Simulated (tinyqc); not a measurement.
A particle near a wafer in liquid: double-layer and van der Waals forces (DLVO), deposition barrier and removal: one step, computed by the program tinyqc. Command: `OMP_NUM_THREADS=1 python tinyqc.py 3111317 3111318 out.jsonl dlvo walk`. One thread of a shared host (Intel(R) Xeon(R) Processor @ 2.30GHz), about 0.01 s of CPU time with the checks.

Sphere and flat wall, Derjaguin approximation, constant potentials in the linear-superposition form, no retardation and no hydration force.

Problem. The curve. U(h) = Z R exp(-kappa h) - A R/(6 h); F(h) = -dU/dh = kappa Z R exp(-kappa h) - A R/(6 h^2), positive for repulsion.

Inputs (values chosen for the exercise, of the order of those for silicon nitride on silicon in water): particle radius R = 170 nm; Hamaker constant A = 2.8e-20 J; temperature T = 298 K.

kappa = 0.4790564 1/nm

Z = 12.86275 pN

Constants: k_B = 1.380649e-23 J/K.

Give: the table «Against the gap» with the columns kappa h, U (k_B T), F (pN), for h (nm) = 0.4, 0.6, 1.0, 1.5, 2.5, 4.0, 7.0, 12.0, 20.0, 40.0.

Solution.

Against the gap:
```
h (nm),kappa h,U (k_B T),F (pN)
0.4,0.19,-43.3,-4.093e+03
0.6,0.29,77.3,-1.418e+03
1.0,0.48,136.4,-1.445e+02
1.5,0.72,130.5,1.580e+02
2.5,1.20,83.3,1.893e+02
4.0,1.92,30.0,1.046e+02
7.0,3.35,-9.0,2.044e+01
12.0,5.75,-14.4,-2.171e+00
20.0,9.58,-9.6,-1.911e+00
40.0,19.16,-4.8,-4.958e-01
```

Caution: in rows where h is not small against R, A R/(6 h) overstates the van der Waals term. Caution: in rows with kappa h below 1 linear superposition is only rough.
